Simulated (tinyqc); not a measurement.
Equal gaps, different models: fitting sp3s* parameters to three gaps by Newton steps.

sp3s* tight binding, nearest neighbours only: anion (a) at 0, cation (c) at a/4 (1,1,1), orbitals s, px, py, pz, s* on each; k in units of 2 pi/a. With phases e_j = exp(i (pi/2) k.n_j) for n = (1,1,1), (1,-1,-1), (-1,1,-1), (-1,-1,1): g0 = (e1+e2+e3+e4)/4, g1 = (e1+e2-e3-e4)/4, g2 = (e1-e2+e3-e4)/4, g3 = (e1-e2-e3+e4)/4. The diagonal holds the levels Esa, Epa, Exa (s*) and Esc, Epc, Exc. Anion-cation block: <sa|sc> = Vss g0; <sa|xc> = Vsapc g1; <xa|sc> = -Vscpa g1; <xa|xc> = Vxx g0; <xa|yc> = <ya|xc> = Vxy g3, <xa|zc> = <za|xc> = Vxy g2, <ya|zc> = <za|yc> = Vxy g1; <s*a|xc> = Vxapc g1; <xa|s*c> = -Vpaxc g1; y and z take g2 and g3 in place of g1; s-s* and s*-s* vanish.

Gaps are level 5 at Gamma, X = (1,0,0) and L = (1/2,1/2,1/2) less level 4 at Gamma; no spin-orbit coupling. Free parameters: Esc, Vsapc and Exc. H is linear in them, so by Hellmann-Feynman J_ij = <u|dH/dp_j|u> for level 5 at point i less the same for level 4 at Gamma. Newton: p(new) = p + J^-1 (target - gaps); stop when all misses are below 1e-7 eV.

Constants: hbar^2/2m0 = 3.80998211 eV angstrom^2.

Parameters, chosen for this exercise (out of a larger set: near a published set for GaSb, fitted to gaps, whose masses and valley positions are rough; not measured data): p = (-7.318, 0.858, -3.889, 2.909, 6.613, 5.982, -6.161, 1.577, 4.14, 4.959, 4.683, 4.996, 4.23) eV (start, order Esa, Epa, Esc, Epc, Exa, Exc, Vss, Vxx, Vxy, Vsapc, Vscpa, Vxapc, Vpaxc); tg = (0.6682, 1.2574, 0.9759) eV (target gaps at Gamma, X, L); a = 6.095 angstrom (lattice constant).

The same three targets are met with other triples of free parameters (those for which Newton converges within 3 eV of the start). Not fitted: level 5 at K = (3/4,3/4,0) above Ev, the spacing of levels 6 and 5 at X, the depth of level 2 at X below Ev, the valence width at Gamma, and the mass c q^2/(E(q) - E(0)) of level 5 along [100], q = 0.002 (2 pi/a), c = hbar^2/2m0.

Unfitted results:
```
free parameters    largest change (eV)  K (eV)  X spacing (eV)  level 2 at X (eV)  valence width (eV)  mass (m0)
start                            0.000   1.134           0.093              7.178              12.001     0.0660
Vss, Vxapc, Vpaxc                0.163   1.203           0.138              7.145              11.880     0.0546
Esc, Vxapc, Vpaxc                0.349   1.216           0.210              7.237              12.072     0.0550
Vss, Vsapc, Vpaxc                0.126   1.185           0.064              7.166              11.880     0.0538
Esa, Vxapc, Vscpa                0.336   1.195           0.105              7.283              12.216     0.0524
Vss, Exa, Exc                    0.421   1.205           0.151              7.164              11.880     0.0546
Esc, Vsapc, Exc                  0.607   1.204           0.145              7.285              12.072     0.0541
```

All fitted rows have the same three gaps, yet they spread by 31 meV at K, 146 meV in the X spacing, 140 meV in level 2 at X, 336 meV in the valence width and 4.7 % in the mass. The smallest change of parameters, 0.126 eV, is that of Vss, Vsapc, Vpaxc. A fit fixes what it was given and leaves the rest to the choice of free parameters.

(tinyqc, `OMP_NUM_THREADS=1 python tinyqc.py 1480212 1480213 out.jsonl`, Intel(R) Xeon(R) Processor @ 2.30GHz, 1 thread, shared host, about 0.1 s.)
